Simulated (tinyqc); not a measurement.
Vacuum evaporation: vapour pressure, source flux, thickness distribution, purity and step coverage: one step, computed by the program tinyqc.

Molecular flow, unit sticking of the metal, no re-evaporation. The background gas is taken as water vapour (18.015 g/mol, collision diameter 0.37 nm) at 300 K.

Task: Scattering and purity. Mean free path lambda = k_B T_g/(sqrt2 pi d^2 p); unscattered share exp(-h/lambda); gas arrival p/sqrt(2 pi m_g k_B T_g); impurity ratio = sticking x gas arrival/metal arrival; monolayer time = 1e15 cm^-2/(sticking x gas arrival).

Inputs (values chosen for the exercise, modelled on gallium, with constants for the liquid):
```
quantity                    value  unit
source temperature T         1370     K
source-to-wafer distance h     25    cm
background pressure p       0.001    Pa
sticking of background gas    0.2     -
```

arrival rate at the centre = 1.004108e+15 1/(cm^2 s)

Constants: k_B = 1.380649e-23 J/K; u = 1.6605390666e-27 kg.

Give: mean free path; unscattered share; gas arrival rate; impurity ratio; monolayer time.

Result:

mean free path = 6.810 m

unscattered share = 0.9640

gas arrival rate = 3.584e+15 1/(cm^2 s)

impurity ratio = 0.7139

monolayer time = 1.395 s

The gas that sticks amounts to more than a tenth of the metal, although few metal atoms scatter on the way: purity, not the free path, sets the vacuum needed.
